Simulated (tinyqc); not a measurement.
Energy against coordination: Tersoff bond-order potential. Computed by tinyqc, a small Python program. Command: `OMP_NUM_THREADS=1 python tinyqc.py 3027669 3027670 out.jsonl tersoff walk`. One thread of a shared host (Intel(R) Xeon(R) Processor @ 2.30GHz), about 0.01 s of CPU time with the checks.

E = (1/2) sum_(i, j != i) [A exp(-lambda r_ij) - b_ij B exp(-mu r_ij)], b_ij = (1 + (beta zeta_ij)^n)^(-1/(2n)), zeta_ij = sum_(k != i, j) g(theta_ijk), g = 1 + c^2/d^2 - c^2/(d^2 + (h - cos theta)^2), with theta at atom i. Only nearest neighbours count (cut-off function 1 for them, 0 beyond).

Inputs (values chosen for the exercise, modelled on germanium): A = 1770.8 eV; B = 419.62 eV; lambda = 2.4451 1/angstrom; mu = 1.7047 1/angstrom; beta = 8.6e-07; n = 0.7498; c = 105400; d = 15.43; h = -0.4552.

Method. Angles seen from one bond (cos theta: count): chain -1: 1; graphitic -1/2: 2; diamond -1/3: 3; square net 0: 2, -1: 1; simple cubic 0: 4, -1: 1; bcc 1/3: 3, -1/3: 3, -1: 1; fcc 1/2: 4, 0: 2, -1/2: 4, -1: 1. With z equal bonds of order b, r = ln(lambda A/(mu b B))/(lambda - mu) and E per atom = -(z/2) b B exp(-mu r)(1 - mu/lambda).

Relaxed structures:
```
structure      z        zeta       b  r (angstrom)  E per atom (eV)  E per bond (eV)
dimer          1           0  1.0000        2.4318          -1.0060          -2.0120
chain          2  5.8098e+04  0.9352        2.5224          -1.6125          -1.6125
graphitic      3  7.8868e+02  0.9972        2.4356          -2.9903          -1.9935
diamond        4  8.7344e+03  0.9833        2.4546          -3.8067          -1.9033
square net     4  1.3925e+05  0.8837        2.5988          -2.6754          -1.3377
simple cubic   6  2.2040e+05  0.8450        2.6593          -3.4608          -1.1536
bcc            8  4.3146e+05  0.7715        2.7822          -3.4170          -0.8543
fcc           12  8.5336e+05  0.6775        2.9577          -3.3371          -0.5562
```

What does the comparison show, and why?

The lowest are diamond, simple cubic and bcc, the first two 0.346 eV apart. The bond order falls from 1 to 0.677 and the bond weakens from -2.01 to -0.56 eV, as b^(lambda/(lambda - mu)) with exponent 3.30. With the same z = 4 the square net lies 1.13 eV above diamond, from its angles alone. Caution: in bcc and other dense structures second neighbours can fall inside the usual cut-off; they are left out here.

Extremes, crossings and ranges named in words are read from the listed rows.
